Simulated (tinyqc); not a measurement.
# Fermi-level pinning at a metal contact (Cowley-Sze model): two studies

Interface states of density Ds lie behind a thin layer of thickness dl. Neglecting the depletion charge, the barrier for electrons is phi = S (pM - chi) + (1 - S) E0 with S = 1/(1 + q Ds dl/(eps0 ei)); the barrier for holes is Eg - phi.

Values chosen for this exercise; material values close to those of gallium arsenide:
- Eg = 1.44 eV (band gap)
- chi = 4.06 eV (electron affinity)
- Ds = 1.4e13 cm^-2 eV^-1 (density of interface states)
- E0 = 0.83 eV (depth of their neutrality level below the conduction edge)
- dl = 0.56 nm (thickness of the interface layer)
- ei = 3.2 (its relative permittivity)
- pM = 4.57 eV (metal work function)

Constants: q = 1.602176634e-19 C, eps0 = 8.8541878128e-14 F/cm where lengths are in cm. Results are converted to the units shown.

Each table varies one quantity; the others keep the values above.

## Barrier against work function

phi is listed beside the Schottky-Mott value pM - chi.

Results:
```
pM (eV),pM - chi (eV),phi (eV)
3.4,-0.6600,-0.2023
3.7,-0.3600,0.005518
4,-0.06000,0.2134
4.3,0.2400,0.4212
4.6,0.5400,0.6291
4.9,0.8400,0.8369
5.2,1.140,1.045
5.8,1.740,1.460
```

Estimate the missing row, pM = 5.5 eV.

Computed row:
```
pM (eV),pM - chi (eV),phi (eV)
5.5,1.440,1.253
```

With this row back in the table: phi rises with slope S = 0.693, by 1.66 eV over 2.40 eV of work function, and equals the Schottky-Mott value at pM = chi + E0 = 4.89 eV. For pM = 3.4, 5.8 phi lies outside the gap, where band states take over and the formula no longer holds.

## Unpinning by a thin insulator

Same model as above.

An inserted insulator of thickness t and permittivity 8.5 damps the metal-induced states, Ds(t) = Ds exp(-t/0.55 nm), and adds t/8.5 to dl/ei.

Unpinning by a thin insulator:
```
t (nm),Ds(t) (cm^-2 eV^-1),S,phi (eV)
0,1.400e13,0.6928,0.6083
0.3,8.114e12,0.7641,0.5855
0.6,4.703e12,0.8271,0.5653
0.9,2.726e12,0.8783,0.5489
1.2,1.580e12,0.9171,0.5365
1.5,9.156e11,0.9450,0.5276
1.8,5.306e11,0.9642,0.5215
2.1,3.075e11,0.9771,0.5173
2.4,1.782e11,0.9855,0.5147
```

Read the table: what changes, and by how much?

S rises from 0.693 to 0.985, and phi falls from 0.608 to 0.515 eV, towards pM - chi = 0.510 eV. The insulator also adds a tunnelling resistance, which is not counted here and sets a best thickness.

tinyqc, about 0.01 s, one thread, Intel Xeon 2.30GHz (shared host): `OMP_NUM_THREADS=1 python tinyqc.py 2430083 2430084 out.jsonl`
